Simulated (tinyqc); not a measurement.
Cabrera-Mott growth of a thin oxide under its own electric field: one step, computed by the program tinyqc. Command: `OMP_NUM_THREADS=1 python tinyqc.py 3012678 3012679 out.jsonl cabrera walk`. One thread of a shared host (Intel(R) Xeon(R) Processor @ 2.30GHz), about 0.02 s of CPU time with the checks.

Electrons cross the film freely and set a fixed potential V across it; the field V/x lowers the barrier for ions entering the oxide.

Task: Field and rate at the start. u = u0 exp(-W/(k_B T)), X1 = z b V/(k_B T) with V in volts and k_B T in eV; dx/dt = u exp(X1/x). Field E = V/x; the barrier is lowered by z b V/x.

Inputs (values chosen for the exercise, for a model metal):
```
quantity,value,unit
Mott potential V,0.69,V
ion charge number z,3,-
half jump distance b,1,angstrom
temperature T,450,K
starting thickness x0,2.5,angstrom
```

Backward hops: ignored.

u = 0.07916350 angstrom/s

X1 = 53.38078 angstrom

Give: field; barrier lowering; rate.

Result:

field = 27.6 MV/cm

barrier lowering = 0.828 eV

rate = 1.485e+08 angstrom/s
